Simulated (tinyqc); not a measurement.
Changing the surface concentration C_s: concentration-dependent dopant diffusion with charged defects and the built-in field. Computed by tinyqc, a small Python program. Command: `OMP_NUM_THREADS=1 python tinyqc.py 3013592 3013593 out.jsonl extrinsic sweep`. One thread of a shared host (Intel(R) Xeon(R) Processor @ 2.30GHz), about 0.6 s of CPU time with the checks.

A constant source C_s feeds a half space. The dopant moves through neutral point defects and through charged ones, whose number grows with the majority carrier density n.

Inputs (values chosen for the exercise, modelled on antimony in silicon):
```
quantity                        value    unit
neutral prefactor D0x           0.188  cm^2/s
neutral activation energy E0     3.65      eV
singly charged prefactor D01     14.3  cm^2/s
activation energy E1             4.09      eV
junction level C_B            5.3e+15  1/cm^3
temperature T                    1100       C
time t                             58       s
```

Field enhancement: off.

Constants: k_B = 8.617333262e-05 eV/K.

Method:
- n_i = 3.87e16 T^1.5 exp(-7014/T) per cm^3 (T in kelvin, an empirical form); each D = prefactor x exp(-E/(k_B T)); the intrinsic diffusivity D_i is their sum.
- Temperatures in kelvin are T(C) + 273.15.
- n = C/2 + sqrt(C^2/4 + n_i^2); D(C) = h [Dx + D1 (n/n_i)], h = 1.
- With y = x/sqrt(D_s t), u = C/C_s and q = -(D/D_s) du/dy: du/dy = -q D_s/D, dq/dy = -(y/2) q D_s/D, u(0) = 1. The surface flux q(0) is shot so that u tends to 0 (LSODA, an adaptive multistep solver, relative tolerance 1e-10). Dose Q = 2 q(0) C_s sqrt(D_s t).
- The junction lies where C = C_B.

One run for each value; columns: (1) surface concentration C_s (1/cm^3); (2) enhancement D_s/D_i; (3) junction depth x_j (nm); (4) dose Q (1/cm^2); (5) junction in units of sqrt(D_s t):
```
(1)          (2)     (3)         (4)     (5)
5.00e+17   1.014   40.40  6.3251e+11  3.5950
1.50e+18   1.042   46.21  1.9143e+12  4.0557
4.60e+18   1.137   51.79  6.0359e+12  4.3507
1.40e+19   1.485   57.55  2.0039e+13  4.2309
4.30e+19   2.861   65.22  7.8375e+13  3.4544
1.30e+20   7.490   78.66  3.6188e+14  2.5748
4.00e+20  22.155  106.43  1.8786e+15  2.0256
```

Over the rows, enhancement D_s/D_i rises from 1.01 to 22.2 (exponent d ln y / d ln x 0.025 between the first rows and 0.96 between the last); junction depth x_j (nm) rises from 40.4 to 106 (exponent d ln y / d ln x 0.12 between the first rows and 0.27 between the last); dose Q (1/cm^2) rises from 6.33e11 to 1.88e15 (exponent d ln y / d ln x 1.0 between the first rows and 1.5 between the last). At the high end the exponent of enhancement D_s/D_i is 0.96, close to 1: singly charged defects follow n. At the low end the exponent of enhancement D_s/D_i is 0.03, close to 0: the intrinsic regime. At the low end the exponent of dose Q is 1.01, close to 1: the intrinsic, linear regime. At the high end the exponent of dose Q is 1.47, close to 1.5: D proportional to C: Q scales as C_s sqrt(C_s). In units of sqrt(D_s t), D_s = D(C_s), the junction is deepest, 4.35, at C_s = 4.6e18 among these rows and ends at 2.03: a larger C_s/C_B pushes it out along the tail, while the tail diffuses with D_i, ever further below D_s.

Caution (rows 1.40e19, 4.30e19, 1.30e20, 4.00e20): the built-in field is switched off although C_s exceeds n_i; with it D_s would be larger by the factor 1 + C_s/sqrt(C_s^2 + 4 n_i^2). Caution (rows 4.30e19, 1.30e20, 4.00e20): at such concentrations dopants can cluster or exceed their solubility; the active fraction and the diffusivity then fall below the model.
